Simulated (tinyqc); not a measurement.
## Error from band bending against le

In A the levels shift by pb (1 - z/W)^2 for z < W. The signal from depth z is weighted by exp(-z/le)/le, so the centroid shifts by pb [1 - 2/a + (2/a^2)(1 - exp(-a))], a = W/le, and the error of iA against its value at the interface is that less pb.

Inputs (values chosen for the exercise): band bending in A at the interface pb = -0.58 V; width of the bent region W = 6.9 nm.

Result of one run:

| a | centroid shift (eV) | error (meV) |
|---|---|---|
| 0.75824 | -0.12254 | 457.46 |

Which escape depth le gave this result: 3.4, 4.8, 6.2, 9.1 or 12 nm?

le = 9.1 nm.

The whole series:

| le (nm) | a | centroid shift (eV) | error (meV) |
|---|---|---|---|
| 0.5 | 13.800 | -0.50203 | 77.967 |
| 1.9 | 3.6316 | -0.34621 | 233.79 |
| 3.4 | 2.0294 | -0.25305 | 326.95 |
| 4.8 | 1.4375 | -0.20107 | 378.93 |
| 6.2 | 1.1129 | -0.16650 | 413.50 |
| 7.7 | 0.89610 | -0.14047 | 439.53 |
| 9.1 | 0.75824 | -0.12254 | 457.46 |
| 10.6 | 0.65094 | -0.10777 | 472.23 |
| 12 | 0.57500 | -0.096862 | 483.14 |

The size of the error rises from 78.0 to 483 meV; for large a it is 2 |pb|/a. It is below 50 meV, a typical accuracy of the method, in 0 of the 9 rows. Heavily doped substrates and deep-probing photons need the correction.

Program tinyqc, `OMP_NUM_THREADS=1 python tinyqc.py 2410094 2410095 out.jsonl`; Intel Xeon 2.30GHz, shared host, one thread, about 0.01 s.
